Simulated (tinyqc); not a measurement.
Donor binding, ionisation and the Mott limit: one step of the calculation.

Hydrogenic donor: Ry = (m0 q^3/(8 eps0^2 h^2)) me/eps_r^2 in eV, E0 = cc Ry, radius a = q/(8 pi eps0 eps_r E0), Mott density Nm = (0.26/a)^3. Below Nm the level sinks as Ed = E0 [1 - (N/Nm)^(1/3)]. Neutrality: Nc F12(eta) = N/(1 + 2 exp(eta + Ed/kB T)), F12(x) = (2/sqrt(pi)) int_0^infinity sqrt(u)/(1 + exp(u - x)) du.

Question. Binding energy, radius and Mott density. The mean spacing of the donors is N^(-1/3).

Parameters, values chosen for the exercise; band and dielectric values close to those of 4H silicon carbide:
- eps_r = 9.76 (relative permittivity)
- me = 0.366 m0 (mass in the hydrogenic formula, set independently of Nc)
- cc = 1 (ratio of the true binding energy to the hydrogenic one)
- N = 1.5e18 cm^-3 (donor density)

Constants: q = 1.602176634e-19 C, eps0 = 8.8541878128e-12 F/m, h = 6.62607015e-34 J s, m0 = 9.1093837015e-31 kg. Results are converted to the units shown.

Find: Ry; E0; a; Nm; spacing over a; Ed.

Answer.

Ry = 52.276 meV
E0 = 52.276 meV
a = 1.4111 nm
Nm = 6.2548e18 cm^-3
spacing over a = 6.1906
Ed = 19.797 meV

Range of the model: A sharp level with degeneracy 2 overstates freeze-out near Nm, where the impurity band broadens and merges with the conduction band.

Numbers from tinyqc (`OMP_NUM_THREADS=1 python tinyqc.py 2330047 2330048 out.jsonl`; about 0.01 s on one thread of a shared Intel Xeon 2.30GHz).
